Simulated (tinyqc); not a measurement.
Resistive crossbar, vector-matrix product with wire resistance: effect of the wire resistance.

2 rows and 2 columns. Cell (i, j) joins row node wij to column node bij. Each row is driven at its left end through one wire segment rw; neighbouring nodes along a row or a column are joined by rw; each column ends below the last row in one more rw and a virtual ground, where its current is read. Ideal output: I_j = sum_i V_i G_ij.

The nodal equations (Kirchhoff current law at every node) are solved for each rw; errors are I_j/ideal - 1.

Parameters, values chosen for the exercise: input voltages of the rows V = [0.18, 0.22] V.

cell conductances G (uS):
```
,column 1,column 2
row 1,9.9,100
row 2,30,43
```

Result of one run:
```
"error, column 1 (%)","error, column 2 (%)"
-0.02456,-0.07716
```

Which wire resistance between neighbouring cells rw gave this result: 1, 2, 5 or 500 ohm?

rw = 2 ohm.

The whole series:
```
rw (ohm),"error, column 1 (%)","error, column 2 (%)"
1,-0.01228,-0.03859
2,-0.02456,-0.07716
5,-0.06136,-0.1927
10,-0.1226,-0.3846
20,-0.2447,-0.7660
50,-0.6078,-1.892
100,-1.203,-3.712
200,-2.358,-7.147
500,-5.575,-16.08
```

The error of the last column goes from -0.0386 % at rw = 1 ohm to -16.1 % at 500 ohm, as rw^(1.00) at the start and rw^(0.88) at the end. At 500 ohm the worst column is number 2.

Computed by the program tinyqc: `OMP_NUM_THREADS=1 python tinyqc.py 2880064 2880065 out.jsonl`, one thread of a shared Intel Xeon 2.30GHz, about 0.02 s for the whole run.
